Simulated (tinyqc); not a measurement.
Deep trap from a strong local potential in a two-band host (Koster-Slater model with semi-elliptic bands): one step, computed by the program tinyqc. Command: `OMP_NUM_THREADS=1 python tinyqc.py 3023127 3023128 out.jsonl deeptrap walk`. One thread of a shared host (Intel(R) Xeon(R) Processor @ 2.30GHz), about 0.03 s of CPU time with the checks.

The valence band spans -2 W_v to 0 and the conduction band E_g to E_g + 2 W_c. The orbital at the impurity site has weight f_v in the valence band and 1 - f_v in the conduction band, each spread as a semi-ellipse (2/(pi W^2)) sqrt(W^2 - x^2) about the band centre. The impurity adds U to this orbital. Spin is left out.

Problem. The trap level. In the gap G(E) = f_v (2/W_v^2)[x - sqrt(x^2 - W_v^2)] - (1 - f_v)(2/W_c^2)[y - sqrt(y^2 - W_c^2)], x = E + W_v, y = E_g + W_c - E. The trap level solves G(E) = 1/U (bisection). With D = -dG/dE = D_v + D_c, D_v = f_v (2/W_v^2)[x/sqrt(x^2 - W_v^2) - 1] and D_c = (1 - f_v)(2/W_c^2)[y/sqrt(y^2 - W_c^2) - 1], the weight on the impurity orbital is 1/(U^2 D) and the conduction-band character is D_c/D.

Inputs (values chosen for the exercise, with a gap close to that of ZnSe):

| quantity | value | unit |
|---|---|---|
| gap E_g | 2.76 | eV |
| half-width of the valence band W_v | 5.8 | eV |
| half-width of the conduction band W_c | 5.2 | eV |
| valence weight f_v of the site orbital | 0.6 | - |
| impurity potential U | -27.8 | eV |

Impurity: attractive, donor-like.

Give: trap level E_t; weight on the impurity orbital; conduction-band character; depth below the conduction band.

Solution.

trap level E_t = 2.5879 eV

weight on the impurity orbital = 0.012691

conduction-band character = 0.86555

depth below the conduction band = 0.17209 eV
